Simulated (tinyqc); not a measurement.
Inside a calculation. Method: plane-wave Kohn-Sham cycle with exchange-only LDA in a layered model solid. One step of it, computed by the program tinyqc.

Task: Iteration 2: potential. V_H(G) = 4 pi rho(G)/G^2 for G != 0 (uniform background); v_x = -(3 rho/pi)^(1/3); V = V_ext + V_H + v_x; Fourier components f(G_m) = (1/N) sum_j f(x_j) exp(-i G_m x_j).

A solid whose potential varies along x alone (atomic units):

| parameter | value |
|---|---|
| period a | 4.500000 |
| cross-section of the cell | 19.000000 |
| electrons per cell | 4 |
| grid points | 16 |
| plane waves -n..n, n | 3 |
| k points | 3 |
| V1 in V1 cos(2 pi x/a) | -0.280000 |

density after iteration 1 (e/bohr^3): 0.04795818  0.04995730  0.05411646  0.05651764  0.05434984  0.04779520  0.03951494  0.03286436  0.03034835  0.03286436  0.03951494  0.04779520  0.05434984  0.05651764  0.05411646  0.04995730

Give: Potentials on the grid; V(G_m), m = 0, 1, 2, ....

Result:

Potentials on the grid (hartree):

| x | V_ext | V_H | v_x | V |
|---|---|---|---|---|
| 0.0000 | -0.2800 | 0.0489 | -0.3578 | -0.5889 |
| 0.2812 | -0.2587 | 0.0481 | -0.3627 | -0.5733 |
| 0.5625 | -0.1980 | 0.0440 | -0.3725 | -0.5265 |
| 0.8438 | -0.1072 | 0.0328 | -0.3779 | -0.4523 |
| 1.1250 | 0 | 0.0122 | -0.3730 | -0.3608 |
| 1.4062 | 0.1072 | -0.0154 | -0.3574 | -0.2657 |
| 1.6875 | 0.1980 | -0.0440 | -0.3354 | -0.1814 |
| 1.9688 | 0.2587 | -0.0654 | -0.3154 | -0.1222 |
| 2.2500 | 0.2800 | -0.0734 | -0.3072 | -0.1005 |
| 2.5312 | 0.2587 | -0.0654 | -0.3154 | -0.1222 |
| 2.8125 | 0.1980 | -0.0440 | -0.3354 | -0.1814 |
| 3.0938 | 0.1072 | -0.0154 | -0.3574 | -0.2657 |
| 3.3750 | 0 | 0.0122 | -0.3730 | -0.3608 |
| 3.6562 | -0.1072 | 0.0328 | -0.3779 | -0.4523 |
| 3.9375 | -0.1980 | 0.0440 | -0.3725 | -0.5265 |
| 4.2188 | -0.2587 | 0.0481 | -0.3627 | -0.5733 |

V(G_m), m = 0, 1, 2, ... (hartree): -0.3533  -0.1221  0.0040  0.0000  0.0003  0.0000  0.0000
